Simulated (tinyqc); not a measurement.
A periodic Ge profile (wiggle well): inter-valley coupling by envelope functions against a chain of atomic planes.

Chain: E(phi) = e0 + 2 v cos(phi) + 2 u cos(2 phi), cos(phi0) = -v/(4u), e0 = 2u + v^2/(4u); plane j = 0, 1, ... has the potential V_j = dE x_j + F (j - 30) a/4 (1 MV/m = 1e-4 V/angstrom). There are 30 barrier planes a side; with y = j - 29.5, x_j = xb (f(y) + f(Nw - y)), f(y) = 1/(1 + exp(y/L)), plus any Ge added in the well. The valley splitting is the spacing of the two lowest levels. Envelope theory: F_j solves a one-valley chain with hopping -b and diagonal 2b + V_j, b = 4u sin^2(phi0), sum F_j^2 = 1; the valleys couple by Dv = sum_j F_j^2 V_j exp(-2 i phi0 j) and split by 2|Dv|.

Values chosen for the exercise (near those of the Delta valleys of silicon in a SiGe well; the results hold for these values, not for the real material): a = 5.431 angstrom (lattice constant; planes lie a/4 apart); u = 0.589 eV (second-neighbour hopping); v = 0.634 eV (nearest hopping); Nw = 54 (planes in the well); L = 1 planes (interface width); xb = 0.21 (Ge fraction of the barriers); dE = 0.51 eV (offset per unit Ge fraction); F = 0 MV/m (field); xw = 0.009 (mean Ge fraction of the wiggle).

periods (planes): pi/phi0 1.70437, pi/(pi - phi0) 2.41970

Added fraction xw (1 - cos(2 pi (j - 30)/p)) on the well planes; p = f times the resonant period pi/(pi - phi0). At resonance the estimate is dE xw.

Against period:
```
f     p (planes)  mean of the doublet (meV)  splitting, chain (micro-eV)  envelope
0.90      2.1777                      10.14                           29        34
0.95      2.2987                      10.00                         1131      1182
0.98      2.3713                      10.07                         3731      3811
0.99      2.3955                      10.13                         4316      4350
1.00      2.4197                      10.16                         4553      4547
1.01      2.4439                      10.15                         4374      4357
1.02      2.4681                      10.09                         3868      3857
1.05      2.5407                       9.99                         1596      1565
1.10      2.6617                      10.11                          142       138
1.50      3.6296                      10.17                            8         9
3.00      7.2591                      10.16                           14        14
```

The splitting peaks at f = 1 with 4.55 meV, against the estimate dE xw = 4.59 meV, and is 0.82 and 0.85 of the value at f = 1 two per cent off to either side: the width of the resonance is set by the number of periods under the envelope. At f = 3 it is 14 micro-eV. The chain has one orbital a plane and knows only this resonance; longer periods that work through other bands are outside it.

Computed by tinyqc, a small Python program: `OMP_NUM_THREADS=1 python tinyqc.py 1450628 1450629 out.jsonl` (the numbers bound the seed that draws the inputs); one thread of a shared host (Intel(R) Xeon(R) Processor @ 2.30GHz), about 0.05 s for the whole set of steps.
